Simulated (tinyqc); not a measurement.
# Worked calculation: strained alloy layer of GaSb and GaAs on (001) InP, model-solid band line-up

tinyqc, about 0.01 s, one thread, Intel Xeon 2.30GHz (shared host): `OMP_NUM_THREADS=1 python tinyqc.py 2690069 2690070 out.jsonl` Printed values are rounded.

The layer is x parts of the first compound and 1 - x of the second, grown coherently on the third as substrate and barrier. Rows of the table: lattice constant a, average valence level Ea on an absolute scale, spin-orbit splitting so, gaps at Gamma, X and L, hydrostatic deformation potentials av and ac (Gamma), shear potential b, elastic constants, electron and heavy-hole (along z) masses. All are interpolated linearly in x; gaps get -C x (1 - x), taken wholly in the conduction band; real line-ups can differ from this model by 0.1 eV or more.

Parameters, values chosen for the exercise: fraction of the first compound in the layer x = 0.64; bowing of the Gamma gap CG = 1.43 eV; bowing of the X gap CX = 1.2 eV; bowing of the L gap CL = 1.2 eV.

## Relaxed alloy and strain

Binary compounds, values chosen for the exercise:

|  | close to GaSb | close to GaAs | close to InP |
|---|---|---|---|
| a (angstrom) | 6.096 | 5.653 | 5.869 |
| Ea (eV) | -6.25 | -6.92 | -7.04 |
| so (eV) | 0.764 | 0.336 | 0.111 |
| EG (eV) | 0.733 | 1.4 | 1.36 |
| EX (eV) | 1.04 | 1.88 | 2.21 |
| EL (eV) | 0.801 | 1.7 | 1.92 |
| av (eV) | 0.781 | 1.17 | 1.29 |
| ac (eV) | -6.89 | -7.16 | -5.02 |
| b (eV) | -2.02 | -1.68 | -1.72 |
| c11 (GPa) | 89.7 | 121 | 101 |
| c12 (GPa) | 40.6 | 53.6 | 55.8 |
| me (m0) | 0.0385 | 0.068 | 0.08 |
| mh (m0) | 0.251 | 0.347 | 0.528 |

In-plane strain e = (a_substrate - a)/a, e_z = -2 (c12/c11) e, volume change 2 e + e_z.

a = 5.93652 angstrom
Gamma gap = 0.643648 eV
X gap = 1.06592 eV
L gap = 0.848160 eV
e = -1.13737 %
e_z = 1.02012 %
volume change = -1.25461 %

The relaxed alloy has its lowest gap at Gamma (direct). The layer is under compressive in-plane strain.

## Band edges and offsets

In-plane strain e = (a_substrate - a)/a, e_z = -2 (c12/c11) e, volume change 2 e + e_z. With v = 2 e + e_z and d = 2 b (e_z - e): Eav = Ea + av v; E_hh = Eav + so/3 - d/2; E_lh = Eav - so/6 + d/4 + sqrt(so^2 + so d + 9 d^2/4)/2; E_c = Ea + so/3 + EG + ac v (Gamma). Substrate: E_v = Ea + so/3, E_c = E_v + EG. Well depths: dEc = E_c(substrate) - E_c, dEhh = E_hh - E_v(substrate), dElh likewise; strained Gamma gap E_c - max(E_hh, E_lh); positive values confine carriers in the layer.

d = -0.0818811 eV
E_hh = -6.25851 eV
E_lh = -6.33456 eV
E_c = -5.55658 eV
strained Gamma gap = 0.701925 eV
dEc = -0.0864167 eV
dEhh = 0.744492 eV
dElh = 0.668443 eV

The heavy-hole band lies on top, by 76.0 meV. At Gamma the line-up is type II, holes in the layer and electrons outside.

## Critical thickness

In-plane strain e = (a_substrate - a)/a. Matthews-Blakeslee for 60-degree dislocations in a single layer: hc = k (ln(hc/bv) + 1), k = bv (1 - nu/4)/(4 pi |e| (1 + nu)), nu = c12/(c11 + c12), bv = a/sqrt(2); the larger root.

nu = 0.309611
bv = 0.419775 nm
hc = 8.22502 nm

The layer, Lw = 7.4 nm, is thinner than hc, so it stays coherent by this criterion.
